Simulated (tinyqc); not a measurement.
Single-domain magnet: Stoner-Wohlfarth switching, Neel-Arrhenius retention, LLG dynamics and spin torque. From time to m_z = 0 back to drive I/I_c0. Computed by tinyqc, a small Python program. Command: `OMP_NUM_THREADS=1 python tinyqc.py 3021522 3021523 out.jsonl macro inv`. One thread of a shared host (Intel(R) Xeon(R) Processor @ 2.30GHz), about 0.03 s of CPU time with the checks.

The moment is uniform, with unit vector m; z is the easy axis. mu_0 = 1.25663706212e-6 T m/A, gamma = 1.76085963023e11 rad/(s T).

Inputs (values chosen for the exercise, for a model magnet):
```
quantity                       value    unit
saturation magnetisation M_s    1150    kA/m
diameter d                        19      nm
thickness t                      1.2      nm
interface anisotropy K_i         1.5  mJ/m^2
bulk anisotropy K_u               31  kJ/m^3
exchange stiffness A              25    pJ/m
temperature T                     77       K
attempt frequency f0               2     GHz
waiting time t_w               1e-08       s
damping alpha                 0.0097       -
spin-torque efficiency eta      0.34       -
```

Shape: thin disc, easy axis normal to it.

Constants: k_B = 1.380649e-23 J/K; e = 1.602176634e-19 C; hbar = 1.054571817e-34 J s.

Method:
- The disc is treated as an oblate spheroid with p = t/d: N_z = [1 - p arccos(p)/sqrt(1 - p^2)]/(1 - p^2); V = pi d^2 t/4; K_eff = K_u + K_i/t + K_shape, K_shape = -(mu_0 M_s^2/4)(3 N_z - 1); mu_0 H_K = 2 K_eff/M_s.
- Delta = K_eff V/(k_B T); tau = exp(Delta)/f0; probability of a flip within t_w: P = 1 - exp(-t_w/tau). Wall width parameter sqrt(A/K_eff); a two-domain state costs 4 sqrt(A K_eff) times the cross-section that the wall cuts (d t).
- For axial symmetry and a polariser along z: I_c0 = (4 e alpha/(hbar eta)) K_eff V; relaxation time tau_D = (1 + alpha^2)/(alpha gamma mu_0 H_K); thermal start angle theta_0 = 1/sqrt(2 Delta); switching time about tau_D ln(pi/(2 theta_0))/(I/I_c0 - 1); precession frequency gamma mu_0 H_K/(2 pi (1 + alpha^2)).
- The polar equation dm_z/dt = -(1 - m_z^2)(i - m_z)/tau_D, i = I/I_c0, integrates to t = tau_D [F(cos theta_0) - F(0)], F(z) = -ln(1 - z)/(2 (i - 1)) + ln(1 + z)/(2 (i + 1)) + ln(i - z)/(i^2 - 1), theta_0 = 1/sqrt(2 Delta).

Task: A run gave the result below. Find the drive I/I_c0, known to lie between 3.8 and 6.1.

time to m_z = 0 = 0.6546317 ns

Result:

Each step takes the trial c = (a f_b - b f_a)/(f_b - f_a), f being the result less the target and a, b, c the logarithms of the listed values; c replaces end b, the old b replaces a if the sign of f changed, and otherwise f_a is halved.

Scan of the range:
```
drive I/I_c0  time to m_z = 0 (ns)
3.80                      0.730667
4.11                      0.661249
4.45                      0.598900
4.81                      0.544573
5.21                      0.494740
5.64                      0.450451
6.10                      0.411100
```

False position (Illinois rule, in the logarithm of the input) inside the bracket:
```
step    end a    end b    trial  time to m_z = 0 (ns)
1     4.11000  4.45000  4.14482              0.654271
2     4.11000  4.14482  4.14138              0.654953
3     4.14482  4.14138  4.14300              0.654632
4     4.14138  4.14300  4.14300              0.654632
```

time to m_z = 0 falls at every point of a 13-point scan of the range (every second point is shown), so one value fits; it is bracketed by 4.11 and 4.45. Answer: drive I/I_c0 = 4.143.

Caution: a flat cylinder has a smaller N_z than the spheroid of the same t/d, so K_eff of a real disc is larger.
